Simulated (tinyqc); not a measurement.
## Thermoelectric coefficients of a parabolic band, Landauer integrals: effect of the scattering exponent

Bulk parabolic band, x = (E - Ec)/kB T, C = hbar^2/(2 m0), kB T in eV. Modes per area gv m kB T x/(4 pi C) times the back-scattering length l0 x^rr give the transport function s0 X(x), s0 = (2 q^2/h) gv m kB T l0/(4 pi C), X = x^(1 + rr). I_k = int X (x - eta)^k w dx, w = 1/(4 cosh^2((x - eta)/2)).

sigma = s0 I_0, S = -(kB/q) I_1/I_0, Lorenz number L = (kB/q)^2 [I_2/I_0 - (I_1/I_0)^2], kappa_e = L sigma T. Power factor S^2 sigma, ZT = S^2 sigma T/(kappa_e + kL). The integrals are converged.

Inputs (values chosen for the exercise):

| symbol | value | unit | meaning |
|---|---|---|---|
| T | 300 | K | temperature |
| m | 0.9 | m0 | mass of one valley |
| gv | 1 |  | valleys |
| l0 | 18 | nm | back-scattering length at x = 1 |
| kL | 8.2 | W/(m K) | lattice thermal conductivity |
| eta | -2.2 |  | reduced Fermi level (EF - Ec)/kB T |

Constants: q = 1.602176634e-19 C, kB = 1.380649e-23 J/K, hbar = 1.054571817e-34 J s, h = 6.62607015e-34 J s, m0 = 9.1093837015e-31 kg, Vt = kB T/q, hbar^2/(2 m0) = 0.0380998212 eV nm^2. Results are converted to the units shown.

Result of one run:
```
sigma (S/cm)  S (uV/K)  kappa_e (W/(m K))  power factor (mW/(m K^2))      ZT  L (1e-8 V^2/K^2)
444.5           -536.6             0.3948                      12.80  0.4468             2.961
```

Which energy exponent of that length rr gave this result: 0, 0.5, 2 or 2.5?

rr = 2.

The whole series:
```
rr    sigma (S/cm)  S (uV/K)  kappa_e (W/(m K))  power factor (mW/(m K^2))       ZT  L (1e-8 V^2/K^2)
-0.5         61.77    -323.7            0.02122                     0.6472  0.02362             1.145
0            71.22    -366.5            0.03215                     0.9567  0.03486             1.505
0.5          96.14    -409.1            0.05379                      1.609  0.05847             1.865
1            146.2    -451.6            0.09773                      2.982   0.1078             2.228
1.5          244.9    -494.0             0.1905                      5.977   0.2137             2.593
2            444.5    -536.6             0.3948                      12.80   0.4468             2.961
2.5          865.2    -579.2             0.8643                      29.03   0.9607             3.330
```

|S| rises from 324 to 579 uV/K, on average 85.2 uV/K for each unit of rr (kB/q = 86.2 uV/K in the non-degenerate limit), since a length that grows with energy favours hot carriers. The Lorenz number rises from 1.14 to 3.33 (1e-8 V^2/K^2). l0 is held fixed, so sigma changes too.

Range of the model: Parabolic bands, elastic scattering and a fixed kL make these model figures, not those of a material.

tinyqc, about 0.07 s, one thread, Intel Xeon 2.30GHz (shared host): `OMP_NUM_THREADS=1 python tinyqc.py 2800009 2800010 out.jsonl`
